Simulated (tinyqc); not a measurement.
# Off-state leakage of single and stacked transistors: what changes with what

n-channel devices of unit width. Subthreshold current I(Vg, Vs, Vd) = I0 (T/300 K)^0.5 exp[(Vg - Vs - VT(T) - gb (Vs - Vb) + dd (Vd - Vs))/(nf Vt)] (1 - exp(-(Vd - Vs)/Vt)), VT(T) = VT - cT (T - 300 K). Gate-edge tunnelling Ig (Vd/1 V) exp(ag (Vd - 1 V)), for a gate at 0 V, and band-to-band leakage Ab u exp(-Bb/u), u = Vd - Vb + 1 V, flow at a drain held at V; both are taken as independent of T. In a stack of off transistors (all gates at 0 V) the same subthreshold current passes through each.

Inputs (values chosen for the exercise); values of the order met in bulk silicon logic transistors: temperature T = 300 K; supply voltage V = 0.9 V; threshold at 300 K, zero drain and body bias VT = 0.38 V; fall of the threshold with temperature cT = 0.9 mV/K; current at threshold at 300 K I0 = 0.37 uA/um; slope factor nf = 1.29; drain-induced lowering per volt dd = 0.14; rise of the threshold per volt of source-body bias gb = 0.16; gate-edge tunnelling current at 1 V Ig = 6e-6 uA/um; exponential slope of the gate current ag = 5.1 1/V; prefactor of band-to-band leakage at the drain Ab = 70 uA/(um V); its exponential voltage Bb = 19 V; body voltage Vb = 0 V.

Constants: q = 1.602176634e-19 C, kB = 1.380649e-23 J/K, Vt = kB T/q. Results are converted to the units shown.

Each table varies one quantity; the others keep the values above.

## Subthreshold current against the height of the stack

All n gates at 0 V, bottom source at 0 V, top drain at V; node voltages follow from equal currents.

Result of one run:
columns A: n; B: I (nA/um); C: reduction factor; D: drain voltage of the bottom device (mV); E: source voltage of the top device (mV); F: voltage across the top device (V)
```
A         B      C      D      E       F
6  9.864e-4  184.7  6.764  133.9  0.7661
```

What becomes of these results when the number of transistors in series n is changed from 6 to 5, all else the same?

Result of the changed run:
columns A: n; B: I (nA/um); C: reduction factor; D: drain voltage of the bottom device (mV); E: source voltage of the top device (mV); F: voltage across the top device (V)
```
A         B      C      D      E       F
5  0.001249  145.8  8.819  127.8  0.7722
```

The whole series:
columns A: n; B: I (nA/um); C: reduction factor; D: drain voltage of the bottom device (mV); E: source voltage of the top device (mV); F: voltage across the top device (V)
```
A         B      C      D      E       F
1    0.1822  1.000  900.0      0  0.9000
2  0.005834  31.22  88.27  88.27  0.8117
3  0.002649  68.77  22.37  108.5  0.7915
4  0.001700  107.1  12.66  119.9  0.7801
5  0.001249  145.8  8.819  127.8  0.7722
6  9.864e-4  184.7  6.764  133.9  0.7661
```

The second transistor cuts the current by a factor of 31.2, the third by a further 2.20 and the sixth by 1.27. The top device keeps 85.1 % of the supply at n = 6, while the drain voltage of the bottom one falls to 0.262 Vt.

## Leakage components against the body voltage

Same model as above.

One transistor with Vg = Vs = 0, Vd = V; stack factor I(one)/I(two in series).

The same in every row: gate edge (nA/um) = 0.003243; stack factor = 31.22.

Leakage components against the body voltage:
```
Vb (V)  subthreshold (nA/um)  band-to-band (nA/um)  total (nA/um)  largest part
0.2                   0.4755                 1.666          2.145  band-to-band
0                     0.1822                 6.038          6.224  band-to-band
-0.2                 0.06978                 17.30          17.37  band-to-band
-0.4                 0.02673                 41.61          41.64  band-to-band
-0.6                 0.01024                 87.58          87.59  band-to-band
-0.8                0.003922                 166.1          166.1  band-to-band
-1                  0.001502                 289.8          289.8  band-to-band
-1.2                5.756e-4                 472.8          472.8  band-to-band
-1.4                2.205e-4                 729.7          729.7  band-to-band
```

What does the table show?

As Vb goes from 0.2 to -1.4, the total leakage rises from 2.14 to 730 nA/um. The band-to-band part leads at Vb = 0.2 and in all other rows. The reduction by a stack of two stays at 31.2, for the subthreshold part alone. For Vb = 0.2 the body is forward biased; the junction current, left out, is still small at this voltage.

Computed by the program tinyqc: `OMP_NUM_THREADS=1 python tinyqc.py 2242018 2242019 out.jsonl`, one thread of a shared Intel Xeon 2.30GHz, about 0.05 s for the whole run.
